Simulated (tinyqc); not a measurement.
What each parameter does: six-band Luttinger-Kohn model with strain.

Six-band Luttinger-Kohn model in the basis |3/2,3/2>, |3/2,1/2>, |3/2,-1/2>, |3/2,-3/2>, |1/2,1/2>, |1/2,-1/2>, electron energies, zero at the top of the unstrained valence band. H = -[rows: (P+Q, -S, R, 0, -S/r2, r2 R); (-S*, P-Q, 0, R, -r2 Q, r32 S); (R*, 0, P-Q, S, r32 S*, r2 Q); (0, R*, S*, P+Q, -r2 R*, -S*/r2); (-S*/r2, -r2 Q, r32 S, -r2 R, P+Dso, 0); (r2 R*, r32 S*, r2 Q, -S/r2, 0, P+Dso)], r2 = sqrt(2), r32 = sqrt(3/2). Levels are twofold.

P = c g1 k^2 - av tr(e); Q = c g2 (kx^2 + ky^2 - 2 kz^2) - (b/2)(exx + eyy - 2 ezz); R = c sqrt3 [-g2 (kx^2 - ky^2) + 2i g3 kx ky] + (sqrt3/2) b (exx - eyy) - i d exy; S = 2 c sqrt3 g3 (kx - i ky) kz - d (exz - i eyz); c = hbar^2/2m0, e the strain tensor (not engineering shear).

s11 = (C11 + C12)/((C11 - C12)(C11 + 2 C12)), s12 = -C12/((C11 - C12)(C11 + 2 C12)), s44 = 1/C44; exx = s11 sxx + s12 (syy + szz) and cyclic, exy = s44 sxy/2; tension is positive. A uniaxial stress X along the unit vector n is s_ij = X n_i n_j.

Constants: hbar^2/2m0 = 3.80998211 eV angstrom^2.

Values chosen for the exercise (near those of AlAs; the results hold for these values, not for the real material): Dso = 0.284 eV (spin-orbit splitting); g1 = 3.79 (Luttinger gamma1); g2 = 0.82 (gamma2); g3 = 1.42 (gamma3); av = 2.52 eV (valence hydrostatic potential); b = -2.32 eV (tetragonal shear potential); d = -3.42 eV (trigonal shear potential); C11 = 125.6 GPa; C12 = 53 GPa; C44 = 55.2 GPa; load = biaxial (001) (kind of stress); X = -1.5 GPa (stress).

Edges at k = 0 under a biaxial (001) stress X and the curvature mass of the top pair along [110] (step 0.0002 1/angstrom).

Results for these values:
```
case  top (eV)  second (eV)  third (eV)  mass (m0)
base    0.0153      -0.0625     -0.3347      0.217
```

What happens to each result for C12 = 63.6 GPa, all else kept?

Answer: top rises from 0.0153 to 0.0262; second rises from -0.0625 to -0.0611; third falls from -0.3347 to -0.3388; mass does not change at the printed digits.

The same for each parameter in turn:
```
case              top (eV)  second (eV)  third (eV)  mass (m0)
base                0.0153      -0.0625     -0.3347      0.217
d = -2.736 eV       0.0153      -0.0625     -0.3347      0.217
C11 = 100.48 GPa    0.0367      -0.0675     -0.3631      0.217
C12 = 63.6 GPa      0.0262      -0.0611     -0.3388      0.217
C44 = 66.24 GPa     0.0153      -0.0625     -0.3347      0.217
X = -1.8 GPa        0.0183      -0.0705     -0.3494      0.217
g2 = 0.656          0.0153      -0.0625     -0.3347      0.225
b = -2.784 eV       0.0249      -0.0640     -0.3428      0.217
```

The Luttinger parameters multiply k^2 and cannot move the edges; av shifts all edges alike and leaves the mass.

Computed by tinyqc, a small Python program: `OMP_NUM_THREADS=1 python tinyqc.py 1080559 1080560 out.jsonl` (the numbers bound the seed that draws the inputs); one thread of a shared host (Intel(R) Xeon(R) Processor @ 2.30GHz), about 0.06 s for the whole set of steps.
